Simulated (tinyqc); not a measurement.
Plane-wave Kohn-Sham cycle with exchange-only LDA in a layered model solid, step by step. One step of it, computed by the program tinyqc.

Task: Iteration 1: potential. V_H(G) = 4 pi rho(G)/G^2 for G != 0 (uniform background); v_x = -(3 rho/pi)^(1/3); V = V_ext + V_H + v_x; Fourier components f(G_m) = (1/N) sum_j f(x_j) exp(-i G_m x_j).

A solid whose potential varies along x alone (atomic units):
```
parameter                      value
period a                    8.500000
cross-section of the cell  12.000000
electrons per cell                 2
grid points                       16
plane waves -n..n, n               3
k points                           3
V1 in V1 cos(2 pi x/a)     -0.350000
```

density at the start, on the grid x_j = j a/N (e/bohr^3): 0.01960784  0.01960784  0.01960784  0.01960784  0.01960784  0.01960784  0.01960784  0.01960784  0.01960784  0.01960784  0.01960784  0.01960784  0.01960784  0.01960784  0.01960784  0.01960784

Give: Potentials on the grid; V(G_m), m = 0, 1, 2, ....

Result:

Potentials on the grid (hartree):
```
x       V_ext    V_H     v_x       V
0.000  -0.350  0.000  -0.266  -0.616
0.531  -0.323  0.000  -0.266  -0.589
1.062  -0.247  0.000  -0.266  -0.513
1.594  -0.134  0.000  -0.266  -0.399
2.125       0  0.000  -0.266  -0.266
2.656   0.134  0.000  -0.266  -0.132
3.188   0.247  0.000  -0.266  -0.018
3.719   0.323  0.000  -0.266   0.058
4.250   0.350  0.000  -0.266   0.084
4.781   0.323  0.000  -0.266   0.058
5.312   0.247  0.000  -0.266  -0.018
5.844   0.134  0.000  -0.266  -0.132
6.375       0  0.000  -0.266  -0.266
6.906  -0.134  0.000  -0.266  -0.399
7.438  -0.247  0.000  -0.266  -0.513
7.969  -0.323  0.000  -0.266  -0.589
```

V(G_m), m = 0, 1, 2, ... (hartree): -0.266  -0.175  0.000  0.000  0.000  0.000  0.000
